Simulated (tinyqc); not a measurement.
From results back to parameters: free and nearly free electrons in a metal. Two cases, with inputs chosen for the exercise.

Problem. A free-electron metal with 2 atoms in the cubic cell and z electrons an atom has EF = c kF^2/m, (hbar omega_p)^2 = 8 pi c (e^2/(4 pi eps0)) n/m and kF = (3 pi^2 n)^(1/3), c = hbar^2/2m0.

Constants: hbar^2/2m0 = 3.80998211 eV angstrom^2; e^2/(4 pi eps0) = 14.39964547 eV angstrom.

Case 1.

Values chosen (out of a larger set: near those of K; not measured data): a = 5.228 angstrom (bcc lattice constant).

EF = 2.11780 eV
hbar omega_p = 4.39308 eV

Case 2.

Values chosen (out of a larger set: near those of K; not measured data): a = 5.224 angstrom (bcc lattice constant).

EF = 1.60685 eV
hbar omega_p = 3.82808 eV

Find: kF; m; z.

Solution. (hbar omega_p)^2/EF = (8/(3 pi)) (e^2/(4 pi eps0)) kF gives kF; EF then gives m, and n = kF^3/(3 pi^2) gives z.

Case 1.

kF = 0.7456 1/angstrom
m = 1.00 m0
z = 1.00

Case 2.

kF = 0.7461 1/angstrom
m = 1.32 m0
z = 1.00

Computed by tinyqc, one run a case: `OMP_NUM_THREADS=1 python tinyqc.py N N+1 out.jsonl` with N = 1650043, 1650097; one thread of a shared Intel(R) Xeon(R) Processor @ 2.30GHz, about 0.01 s a run at most.
